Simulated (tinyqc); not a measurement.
From results back to parameters: statistics of electrons in three, two and one dimensions. Four cases, with inputs chosen for the exercise.

Problem. A sheet with one subband has n2 = (2/lambda^2) ln(1 + exp(eta)).

One band edge at E = 0, lambda = sqrt(4 pi c/(m1 kT)) with c = hbar^2/2m0. Densities with spin: n3 = (2/lambda^3) F_1/2(eta), n2 = (2/lambda^2) F_0(eta) with F_0 = ln(1 + exp(eta)), n1 = (2/lambda) F_-1/2(eta). F_j(eta) = (1/Gamma(j + 1)) integral_0^infinity x^j dx/(1 + exp(x - eta)), which tends to exp(eta) for eta << 0.

Constants: hbar^2/2m0 = 3.80998211 eV angstrom^2; kB = 8.617333262e-05 eV/K.

Case 1.

Values chosen (out of a larger set: near those of InSb, lowest valleys alone; not measured data): m1 = 0.0134 m0 (mass of one isotropic band with spin); T = 300 K.

n2 = 8.26768e+11 1/cm^2

Case 2.

Values chosen (out of a larger set: near those of Si, lowest valleys alone; not measured data): m1 = 0.191 m0 (mass of one isotropic band with spin); T = 265 K.

n2 = 5.60664e+12 1/cm^2

Case 3.

Values chosen (out of a larger set: near those of Ge, lowest valleys alone; not measured data): m1 = 0.0793 m0 (mass of one isotropic band with spin); T = 300 K.

n2 = 4.56776e+11 1/cm^2

Case 4.

Values chosen (out of a larger set: near those of GaAs, lowest valleys alone; not measured data): m1 = 0.0651 m0 (mass of one isotropic band with spin); T = 200 K.

n2 = 4.42087e+11 1/cm^2

Find: n2 lambda^2/2; eta; EF above the subband edge.

Solution. eta = ln(exp(n2 lambda^2/2) - 1), with n2 in 1/angstrom^2.

Case 1.

n2 lambda^2/2 = 5.7133
eta = 5.710
EF above the subband edge = 147.61 meV

Case 2.

n2 lambda^2/2 = 3.0772
eta = 3.030
EF above the subband edge = 69.19 meV

Case 3.

n2 lambda^2/2 = 0.5334
eta = -0.350
EF above the subband edge = -9.05 meV

Case 4.

n2 lambda^2/2 = 0.9432
eta = 0.450
EF above the subband edge = 7.76 meV

Computed by tinyqc, one run a case: `OMP_NUM_THREADS=1 python tinyqc.py N N+1 out.jsonl` with N = 1650034, 1650081, 1650112, 1650171; one thread of a shared Intel(R) Xeon(R) Processor @ 2.30GHz, about 0.01 s a run at most.
